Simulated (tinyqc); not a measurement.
Chemical-mechanical planarisation: Preston law, pattern density and step-height reduction: one step, computed by the program tinyqc. Command: `OMP_NUM_THREADS=1 python tinyqc.py 3022660 3022661 out.jsonl cmp walk`. One thread of a shared host (Intel(R) Xeon(R) Processor @ 2.30GHz), about 0.01 s of CPU time with the checks.

A row of 12 cells, repeated periodically, holds raised features that cover a share rho of each cell.

Task: Blanket rate. With equal rotation speeds the relative speed is uniform, v = omega r_c; Preston rate R0 = K P v.

Inputs (values chosen for the exercise, close to those used for oxide polishing):

| quantity | value | unit |
|---|---|---|
| Preston coefficient K | 5e-14 | 1/Pa |
| pressure P | 30 | kPa |
| platen and carrier speed | 93 | rpm |
| distance between the centres | 15 | cm |

Give: relative speed v; blanket rate R0.

Result:

relative speed v = 1.461 m/s

blanket rate R0 = 2.191 nm/s
